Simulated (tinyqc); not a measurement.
Comparisons within one model: shallow donor in an anisotropic valley (effective-mass theory). A value that a table varies takes the place of the one given here.

One valley: H = -c [(d2/dx2 + d2/dy2)/mt + (d2/dz2)/ml] - q/(eps r), c = hbar^2/2m0, q = e^2/(4 pi eps0). Trial function exp(-sqrt((x^2 + y^2)/a^2 + z^2/b^2)) with a > b: T = (c/3)(2/(mt a^2) + 1/(ml b^2)), V = -(q/eps) atan(u/b)/u, u = sqrt(a^2 - b^2). The central cell of the impurity is left out.

Constants: hbar^2/2m0 = 3.80998211 eV angstrom^2; e^2/(4 pi eps0) = 14.39964547 eV angstrom; Ry = 13.60569312 eV; a0 (Bohr radius) = 0.5291772105 angstrom.

Parameters, chosen for this exercise (near those of 3C SiC; shifted at random, so the results belong to these values and not to a real crystal):
- mt = 0.244 m0 (transverse mass)
- eps = 10 (dielectric constant)
- xs = (1.3, 1.9, 3.8, 4.9, 13, 18, 58, 97) (ratios ml/mt)
- ml = 0.65 m0 (longitudinal mass)

## Mass anisotropy

mt and eps fixed, ml varied. Energies in units of Ry*(mt) = Ry mt/eps^2 and lengths in a*(mt) = a0 eps/mt; the last two columns use one mass, 3/(1/ml + 2/mt) or (ml mt^2)^(1/3).

Results:

| ml/mt | a/a* | b/a | binding | conductivity mass | density-of-states mass |
|---|---|---|---|---|---|
| 1.30 | 0.947 | 0.911 | 1.089 | 1.083 | 1.091 |
| 1.90 | 0.878 | 0.796 | 1.223 | 1.188 | 1.239 |
| 3.80 | 0.777 | 0.624 | 1.477 | 1.326 | 1.560 |
| 4.90 | 0.746 | 0.571 | 1.572 | 1.361 | 1.698 |
| 13.0 | 0.652 | 0.407 | 1.935 | 1.444 | 2.351 |
| 18.0 | 0.627 | 0.364 | 2.052 | 1.459 | 2.621 |
| 58.0 | 0.559 | 0.244 | 2.443 | 1.487 | 3.871 |
| 97.0 | 0.537 | 0.205 | 2.596 | 1.492 | 4.595 |

The binding grows from 1.09 to 2.60 Ry*(mt); for ml going to infinity the exact problem becomes two-dimensional, with 4 Ry*. The conductivity mass saturates at 1.5 and underbinds, by 13 % at ml/mt = 4.9; the density-of-states mass errs by +8 % there and by +77 % in the last row. With these mt and eps one unit is 33.20 meV.

## What each parameter does

The minimum of the trial energy. Each row changes one parameter from the base and keeps the others.

Results:

| case | E (meV) | a (angstrom) | b (angstrom) | b/a |
|---|---|---|---|---|
| base | -44.67 | 17.91 | 12.65 | 0.707 |
| ml = 0.812 m0 | -47.40 | 17.23 | 11.26 | 0.654 |
| mt = 0.268 m0 | -47.81 | 16.58 | 12.11 | 0.730 |
| eps = 11 | -36.91 | 19.70 | 13.92 | 0.707 |

The largest shifts from the base row, up to three for each result and ties (the steps differ in size, so this ranks the rows, not the parameters). E (meV): eps +7.75, mt -3.14, ml -2.73. a (angstrom): eps +1.79, mt -1.33, ml -0.68. b (angstrom): ml -1.39, eps +1.27, mt -0.55. b/a: ml -0.053, mt +0.024; unchanged at the printed digits by eps. eps only rescales the solution (E as 1/eps^2, lengths as eps), so b/a depends on ml/mt alone.

Run: tinyqc, `OMP_NUM_THREADS=1 python tinyqc.py 1250660 1250661 out.jsonl`; Intel(R) Xeon(R) Processor @ 2.30GHz, one thread, shared host; about 0.01 s of CPU time with all checks.
